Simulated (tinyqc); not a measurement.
# Thin-film transistor with exponential tail and deep states, accumulation layer: effect of the total density of tail states

An undoped film in accumulation, thicker than the space-charge layer. With band bending psi the Fermi level lies E0 - psi below the band edge. Free electrons n = n0 exp(psi/Vt) carry the current; electrons in two exponential distributions of traps, a = a0 exp(psi/Va) and d = d0 exp(psi/Vp), do not. Linear regime, ohmic contacts, traps in equilibrium.

Va = kB Tt/q, Vp = kB Td/q; n0 = Nc exp(-E0/Vt), a0 = Nt th(T/Tt) exp(-E0/Va), d0 = Nd th(T/Td) exp(-E0/Vp), th(x) = pi x/sin(pi x). G(psi) = sum over the three kinds of c0 [V (exp(psi/V) - 1) - psi], field F = sqrt(2 q G/(eps0 eps_r)); Vg = psi + eps0 eps_r F/Ci at the surface. Total charge Q = Ci (Vg - psi_s); free charge Qf = q times the integral of n0 (exp(psi/Vt) - 1)/F over psi from 0 to psi_s; I = (W/L) mb Qf Vd; effective mobility mb Qf/Q.

Inputs (values chosen for the exercise); values close to those of an organic semiconductor:

| symbol | value | unit | meaning |
|---|---|---|---|
| T | 290 | K | temperature |
| eps_r | 3.2 |  | relative permittivity of the semiconductor |
| Nc | 1.1e20 | cm^-3 | density of extended states |
| mb | 2.5 | cm^2/(V s) | band mobility |
| Tt | 430 | K | characteristic temperature of the tail |
| Nd | 3.2e17 | cm^-3 | total density of deep states |
| Td | 980 | K | characteristic temperature of the deep states |
| E0 | 0.41 | eV | bulk Fermi level below the band edge |
| Ci | 12 | nF/cm^2 | gate capacitance |
| WL | 20 |  | ratio W/L |
| Vd | 0.2 | V | drain voltage |
| Vg | 20 | V | gate voltage above flat band |

Constants: q = 1.602176634e-19 C, kB = 1.380649e-23 J/K, Vt = kB T/q, eps0 = 8.8541878128e-14 F/cm where lengths are in cm. Results are converted to the units shown.

Results:
```
Nt (cm^-3)  E0 - psi_s (eV)  Q (nC/cm^2)  free share (%)  effective mobility (cm^2/(V s))  I (nA)
3.2e18              0.04257        235.6           72.15                            1.804    1700
7.3e18              0.04759        235.7           56.79                            1.420    1338
1.7e19              0.05793        235.8           35.74                           0.8934   842.6
3.9e19              0.07546        236.0           17.02                           0.4254   401.6
8.9e19              0.09962        236.3           6.334                           0.1584   149.7
4.8e20               0.1583        237.0          0.6005                          0.01501   14.23
```

Estimate the missing row, Nt = 2.1e20 cm^-3.

Computed row:
```
Nt (cm^-3)  E0 - psi_s (eV)  Q (nC/cm^2)  free share (%)  effective mobility (cm^2/(V s))  I (nA)
2.1e20               0.1288        236.6           1.958                          0.04894   46.33
```

With this row back in the table: As Nt goes from 3.2e18 to 4.8e20 cm^-3, the free share falls from 72.1 to 0.601 %, the distance of the Fermi level from the edge rises from 0.0426 to 0.158 eV and the current falls from 1700 to 14.2 nA. Q varies by only 0.59 %: the gate sets the charge, the traps decide how much of it moves. For Nt = 3.2e18 to 7.3e18 cm^-3 the surface Fermi level is within 2 Vt of the band edge, where the exponential forms fail. For Nt = 3.2e18 to 2.1e20 cm^-3 the th form, which assumes a Fermi level far below the edge, overcounts the filled tail at the surface by more than 15 %.

Computed by the program tinyqc: `OMP_NUM_THREADS=1 python tinyqc.py 2610036 2610037 out.jsonl`, one thread of a shared Intel Xeon 2.30GHz, about 0.02 s for the whole run.
